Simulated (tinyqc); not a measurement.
# Field from the level spacing

Problem. In a triangular well E_k = a_k (C F^2/mz1)^(1/3), a_1 = 2.338107, a_2 = 4.087949, C = hbar^2/(2 m0), F in eV/nm (1 MV/cm = 0.1 eV/nm). Find F, E_1, the mean distance 2 E_1/(3 F) of the lowest level and the sheet charge eps0 eps_r F/q behind such a field.

Parameters, values chosen for the exercise: relative permittivity eps_r = 11.5; mass along z of valley set A (2 valley(s)) mz1 = 0.927 m0.

Constants: q = 1.602176634e-19 C, hbar = 1.054571817e-34 J s, m0 = 9.1093837015e-31 kg, eps0 = 8.8541878128e-14 F/cm where lengths are in cm, hbar^2/(2 m0) = 0.0380998212 eV nm^2. Results are converted to the units shown.

spacing of the two lowest levels = 103.54254 meV

Solution. The spacing over a_2 - a_1 is the energy scale (C F^2/mz1)^(1/3), which gives F.

F = 0.710 MV/cm
E_1 = 138 meV
mean distance = 1.30 nm
sheet charge over q = 4.51e12 cm^-2

Program tinyqc, `OMP_NUM_THREADS=1 python tinyqc.py 2160154 2160155 out.jsonl`; Intel Xeon 2.30GHz, shared host, one thread, about 1 s.
